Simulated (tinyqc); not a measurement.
Three-band (Emery) model of a CuO2 plane downfolded to one band: one step. H at one k. Four cases, with inputs chosen for the exercise.

Task: Fill in the matrix.

Electron picture, d at 0 and the oxygen p orbitals at -D; sx = sin(kx a/2), sy = sin(ky a/2). H = [[0, 2 tpd sx, -2 tpd sy], [., -D, -4 tpp sx sy], [., ., -D]], real and symmetric. The top (antibonding) band crosses the Fermi level.

Case 1.

Values chosen (of the size used for cuprate planes; not measured data): D = 1.8 eV (ed - ep); tpd = 1.36 eV (d-p hopping); tpp = 0.34 eV (p-p hopping); k = (0.22, 0.24) pi/a (wave vector).

Case 2.

Values chosen (of the size used for cuprate planes; not measured data): D = 2.9 eV (ed - ep); tpd = 1.25 eV (d-p hopping); tpp = 0.72 eV (p-p hopping); k = (0.88, 0.16) pi/a (wave vector).

Case 3.

Values chosen (of the size used for cuprate planes; not measured data): D = 2.6 eV (ed - ep); tpd = 1.44 eV (d-p hopping); tpp = 0.24 eV (p-p hopping); k = (0.85, 0.93) pi/a (wave vector).

Case 4.

Values chosen (of the size used for cuprate planes; not measured data): D = 2 eV (ed - ep); tpd = 1.4 eV (d-p hopping); tpp = 0.74 eV (p-p hopping); k = (0.86, 0.45) pi/a (wave vector).

Give: sx, sy; H.

Result:

Case 1.

sx, sy: 0.33874  0.36812

H (eV), lower triangle:
```
          d       px       py
d         0
px   0.9214  -1.8000
py  -1.0013  -0.1696  -1.8000
```

Case 2.

sx, sy: 0.98229  0.24869

H (eV), lower triangle:
```
          d       px       py
d         0
px   2.4557  -2.9000
py  -0.6217  -0.7035  -2.9000
```

Case 3.

sx, sy: 0.97237  0.99396

H (eV), lower triangle:
```
          d       px       py
d         0
px   2.8004  -2.6000
py  -2.8626  -0.9278  -2.6000
```

Case 4.

sx, sy: 0.97592  0.64945

H (eV), lower triangle:
```
          d       px       py
d         0
px   2.7326  -2.0000
py  -1.8185  -1.8761  -2.0000
```

Computed by tinyqc, one run a case: `OMP_NUM_THREADS=1 python tinyqc.py N N+1 out.jsonl` with N = 1451024, 1451218, 1451640, 1451705; one thread of a shared Intel(R) Xeon(R) Processor @ 2.30GHz, about 0.05 s a run at most.
